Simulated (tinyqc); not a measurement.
# Single-junction solar cell, detailed-balance limit, step by step

Computed by the program tinyqc: `OMP_NUM_THREADS=1 python tinyqc.py 2820012 2820013 out.jsonl`, one thread of a shared Intel Xeon 2.30GHz, about 0.01 s for the whole run. Printed values are rounded.

Every photon above the gap Eg makes one pair and none below is absorbed; carriers thermalise at T and move without loss. Jsc = q fs X Phi(Eg, Ts); the dark current is J0 = q ge Phi(Eg, T)/ERE with the Boltzmann factor exp(V/Vt). The efficiency is the electrical power over fs X sigma Ts^4.

Values chosen for this exercise: cell temperature T = 350 K; temperature of the black-body sun Ts = 5760 K; share of the hemisphere filled by the sun fs = 2.16e-5; concentration X = 100; external radiative efficiency ERE = 0.1; number of faces that emit ge = 1; band gap Eg = 1.97 eV.

Constants: q = 1.602176634e-19 C, kB = 1.380649e-23 J/K, h = 6.62607015e-34 J s, c = 299792458 m/s, Vt = kB T/q. Results are converted to the units shown.

## Photon flux of the source, term by term

Photon flux above E from a black body at temperature T into a hemisphere: Phi(E, T) = A sum_k exp(-k E/th)[E^2 th/k + 2 E th^2/k^2 + 2 th^3/k^3], k = 1, 2, ..., with th = kB T/q in eV and A = 2 pi q^3/(h^3 c^2). The first six terms at E = Eg, T = Ts are listed; the flux takes all.

th = 0.4963584 eV
A = 9.883290e22 cm^-2 s^-1 eV^-3
terms k = 1..6 (eV^3): 0.05935764  4.413805e-4  5.119540e-6  6.959077e-8  1.025860e-9  1.588423e-11
Phi(Eg, Ts) = 5.910623e21 cm^-2 s^-1

The first term, the Boltzmann limit, holds 99.3 % of the flux.

## Photocurrent, dark current and incident power

Photon flux above E from a black body at temperature T into a hemisphere: Phi(E, T) = A sum_k exp(-k E/th)[E^2 th/k + 2 E th^2/k^2 + 2 th^3/k^3], k = 1, 2, ..., with th = kB T/q in eV and A = 2 pi q^3/(h^3 c^2). Jsc = q fs X Phi(Eg, Ts), J0 = q ge Phi(Eg, T)/ERE. Pin = fs X sigma Ts^4, sigma = 2 pi^5 kB^4/(15 h^3 c^2).

Jsc = 2045.490 mA/cm^2
J0 = 8.213531e-22 mA/cm^2
Pin = 13482.03 mW/cm^2

## Iteration 1: maximum power point by Newton steps

v at the start = 56.17

With v = V/Vt the power is largest where f = (1 + v) exp(v) - 1 - Jsc/J0 vanishes; f' = (2 + v) exp(v), v(new) = v - f/f'.

f = 1.392486e26
f' = 1.442182e26
v after iteration 1 = 55.20446

## Iteration 2: maximum power point by Newton steps

As before.

f = 5.056906e25
f' = 5.400350e25
v after iteration 2 = 54.26806

## Course of the iteration: maximum power point by Newton steps

Stop when v changes by less than 1e-10, or after 40 iterations.

Course of the iteration:
```
iteration         v  |change|
1          55.20446     0.966
2          54.26806     0.936
3          53.40542     0.863
4          52.71123     0.694
5          52.31295     0.398
6          52.20662     0.106
7          52.20044   6.19e-3
8          52.20042   1.96e-5
9          52.20042  1.95e-10
10         52.20042         0
```

Converged in 10 iterations. At the end the number of correct digits about doubles with each step.

## Voltages, fill factor and efficiency

v = 52.20042

Voc = Vt ln(1 + Jsc/J0), Vmp = v Vt, Jmp = Jsc - J0 (exp(v) - 1), FF = Vmp Jmp/(Voc Jsc), efficiency Vmp Jmp/Pin.

Voc = 1.694260 V
Eg/q - Voc = 0.2757402 V
Vmp = 1.574399 V
Jmp = 2007.042 mA/cm^2
FF = 0.9117879
efficiency = 23.43775 %

Of the voltage deficit, Vt ln(1/ERE) = 69.4 mV is due to non-radiative recombination.
